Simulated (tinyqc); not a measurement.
From a target to a composition: model-solid line-up of a strained alloy layer on a substrate.

Problem. A layer of the alloy is strained to the substrate, and its gap (Ec minus the top valence edge) is given. Find x between 0.03 and 0.87, where the gap is monotonic.

All values of the alloy are linear in x but the gap, Eg(x) = (1 - x) Eg_A + x Eg_B - C x (1 - x), and the valence edge, Ev(x) = (1 - x) Ev_A + x Ev_B + fv C x (1 - x); Ec = Ev + Eg. Ev is the top of the unstrained valence band on a scale common to all materials. In the layer only the Gamma valley of the conduction band is followed, also where an X or L valley would lie lower.

Coherent growth on a (001) face: e_par = (a_s - a)/a, e_perp = -2 (C12/C11) e_par; exx = eyy = e_par, ezz = e_perp, no shear.

Strained edges: Ec + ac tr(e); the valence edges are Ev plus the levels of the 6 x 6 matrix of X, Y, Z times spin with -Dso/3 + l exx + m (eyy + ezz) on the diagonal (cyclic), n exy off it, l = av + 2 b, m = av - b, n = sqrt(3) d. Spin-orbit term (Dso/3) L.sigma on X, Y, Z with (L_k)_ij = -i epsilon_kij: <X+|H|Y+> = -i Dso/3, <X+|H|Z-> = Dso/3, <Y+|H|Z-> = -i Dso/3, <Z+|H|X-> = -Dso/3, <Z+|H|Y-> = i Dso/3, <X-|H|Y-> = i Dso/3, and their conjugates; + and - are the spin along z.

Inputs chosen for the exercise (A near GaP, B near GaAs, substrate near GaP; the results hold for these values, not for the real material):
- a = (5.453, 5.646) angstrom (lattice constant of A, B)
- Eg = (2.927, 1.519) eV (gap at Gamma to the s-like level of A, B)
- Dso = (0.079, 0.338) eV (spin-orbit splitting of A, B)
- Ev = (-1.27, -0.8) eV (top of the unstrained valence band of A, B)
- ac = (-8.11, -7.08) eV (conduction deformation potential of A, B)
- av = (1.72, 1.17) eV (valence hydrostatic potential of A, B)
- b = (-1.6, -2.01) eV (tetragonal shear potential of A, B)
- d = (-4.58, -4.74) eV (trigonal shear potential of A, B)
- C11 = (139.1, 121.7) GPa (of A, B)
- C12 = (61.6, 55.8) GPa (of A, B)
- C44 = (70.8, 60.7) GPa (of A, B)
- C = 0.154 eV (bowing of the gap)
- fv = 0.2 (share of the bowing taken by the valence edge)
- a_s = 5.453 angstrom (substrate)
- face = 001 (growth face)

strained gap = 2.850291 eV

Find: x; e_par; gap of the relaxed alloy.

Solution. Bisect on x; the strained gap is 2.8886 eV at x = 0.03 and 1.8475 eV at x = 0.87.

x = 0.060
e_par = -0.212 %
gap of the relaxed alloy = 2.834 eV

Program tinyqc; command `OMP_NUM_THREADS=1 python tinyqc.py 1081094 1081095 out.jsonl`; about 0.02 s on one thread of a shared Intel(R) Xeon(R) Processor @ 2.30GHz.
